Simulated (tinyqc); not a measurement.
Comparisons within one model: short-period [001] superlattice in sp3s* tight binding. A value that a table varies takes the place of the one given here.

Planes alternate anion, cation along [001], a/4 apart; at zero in-plane momentum s, pz, s* form one block. All levels of A are shifted so that its Ev (lower root of [[Epa, Vxx], [Vxx, Epc]]) is 0, and those of B so that its Ev is -dEv. A monolayer is an anion plane and the cation plane above it; an anion between unlike cations takes the mean of the two anion levels; each bond takes the couplings of its cation. Block from an anion to the cation above: U with Vss/2 (s,s), Vsapc/2 (s,z), -Vscpa/2 (z,s), Vxx/2 (z,z), Vxapc/2 (s*,z), -Vpaxc/2 (z,s*); to the cation below: the same with the s-z and s*-z signs reversed. The cell of n + m monolayers is closed with the phase exp(2 pi i q). No spin-orbit coupling. In this block 2 (n + m) levels are filled.

For the two lowest empty levels at q = 0: energy, share of the cation weight on A, and Gamma character, the share of the cation amplitudes with Fourier index |j|/(n + m) < 1/4 along the stack (near 1: Gamma-like, near 0: folded from X).

Values chosen for the exercise (A near a published set for GaAs, B for AlAs; the results hold for these values, not for the real material):

| symbol | value | unit | meaning |
|---|---|---|---|
| pA | (-8.361, 1.041, -2.665, 3.67, 8.604, 6.751, -6.439, 1.95, 5.09, 4.486, 5.782, 4.85, 4.819) | eV | order Esa, Epa, Esc, Epc, Exa, Exc, Vss, Vxx, Vxy, Vsapc, Vscpa, Vxapc, Vpaxc |
| pB | (-7.508, 0.986, -1.162, 3.596, 7.474, 6.714, -6.646, 1.88, 4.279, 5.105, 5.491, 4.52, 4.998) | eV | the same for B |
| dEv | 0.49 | eV | valence offset: Ev(B) lies this far below Ev(A) |
| a | 5.654 | angstrom | lattice constant, taken common; strain is left out |
| nw | 18 |  | monolayers of A |
| n2 | 9 |  | monolayers of A |
| m2 | 3 |  | monolayers of B |

## Equal layers of growing thickness

n = m.

Lowest empty levels:

| n = m | layer (angstrom) | E1 (eV) | on A | Gamma | E2 (eV) | on A | Gamma |
|---|---|---|---|---|---|---|---|
| 2 | 5.7 | 1.8970 | 0.50 | 0.15 | 1.9437 | 0.65 | 0.82 |
| 3 | 8.5 | 1.8747 | 0.20 | 0.00 | 1.9031 | 0.76 | 0.95 |
| 4 | 11.3 | 1.8333 | 0.30 | 0.23 | 1.8800 | 0.64 | 0.82 |
| 6 | 17.0 | 1.7874 | 0.76 | 0.81 | 1.8145 | 0.21 | 0.25 |
| 8 | 22.6 | 1.7294 | 0.93 | 0.99 | 1.7983 | 0.01 | 0.01 |
| 10 | 28.3 | 1.6840 | 0.95 | 0.99 | 1.7944 | 0.00 | 0.00 |
| 12 | 33.9 | 1.6513 | 0.97 | 1.00 | 1.7903 | 0.01 | 0.00 |
| 14 | 39.6 | 1.6275 | 0.98 | 1.00 | 1.7866 | 0.01 | 0.00 |
| 18 | 50.9 | 1.5960 | 0.99 | 1.00 | 1.7751 | 0.94 | 0.97 |

At zero in-plane momentum (the in-plane X valleys are left out) the lowest level is X-like for n = 2, 3 and 4 and Gamma-like for the others (a Gamma weight between about 0.35 and 0.65 marks an even mixture, at the crossover). Thin layers push the light Gamma electron up past the heavy X electron, whose share on A runs from 0.20 to 0.50, so for n = 3 it lies apart from the holes in A (type II); the crossover lies between n = 4 and 6. The crossover moves with dEv and with the electron mass, which this model makes too heavy, so it comes at thinner layers than in the real system. At n = 18 the lowest level lies 0.072 eV above the lowest bulk edge of the two crystals, with 99 % of its cation weight on A.

## Miniband width against barrier thickness

nw monolayers of A and m of B; lowest empty level at q = 0 and q = 1/2. The decay constant is ln(width(4)/width(6)) over two monolayers, each a/2 thick.

Lowest miniband:

| m | E(q = 0) (eV) | E(q = 1/2) (eV) | width (meV) | Gamma character |
|---|---|---|---|---|
| 1 | 1.5567 | 1.6228 | 66.123 | 0.99 |
| 2 | 1.5748 | 1.6132 | 38.349 | 1.00 |
| 3 | 1.5841 | 1.6066 | 22.539 | 1.00 |
| 4 | 1.5891 | 1.6025 | 13.369 | 1.00 |
| 5 | 1.5920 | 1.5999 | 7.832 | 1.00 |
| 6 | 1.5937 | 1.5983 | 4.650 | 1.00 |
| 8 | 1.5952 | 1.5968 | 1.615 | 1.00 |

decay constant = 0.1868 1/angstrom

The width falls from 66.1 to 1.62 meV, as exp(-kappa d) with kappa = 0.187 1/angstrom, which stands for the decay constant of the barrier at this energy: each monolayer costs a factor 1.70. The level at q = 0 rises by 39 meV towards that of a single well.

## What each change does

A cell with n = n2 and m = m2. Each row changes one parameter from the base and keeps the others.

Results:

| case | E1 (eV) | A share 1 | Gamma 1 | E2 (eV) | A share 2 | Gamma 2 |
|---|---|---|---|---|---|---|
| base | 1.6676 | 0.93 | 0.99 | 1.8744 | 0.19 | 0.01 |
| n2 = 11 | 1.6379 | 0.95 | 1.00 | 1.8738 | 0.20 | 0.02 |
| m2 = 5 | 1.6928 | 0.94 | 0.99 | 1.8202 | 0.05 | 0.00 |
| dEv = 0.59 eV | 1.6591 | 0.92 | 0.99 | 1.7925 | 0.14 | 0.00 |

The largest shifts from the base row, up to three for each result and ties (the steps differ in size, so this ranks the rows, not the parameters). E1 (eV): n2 -0.0297, m2 +0.0252, dEv -0.0085. A share 1: n2 +0.02, dEv -0.01, m2 +0.01. Gamma 1: n2 +0.00; unchanged at the printed digits by m2 and dEv. E2 (eV): dEv -0.0819, m2 -0.0541, n2 -0.0006. A share 2: m2 -0.14, dEv -0.05, n2 +0.01. Gamma 2: n2 +0.01, m2 -0.00, dEv -0.00.

Program tinyqc; command `OMP_NUM_THREADS=1 python tinyqc.py 1482316 1482317 out.jsonl`; about 0.6 s on one thread of a shared Intel(R) Xeon(R) Processor @ 2.30GHz.
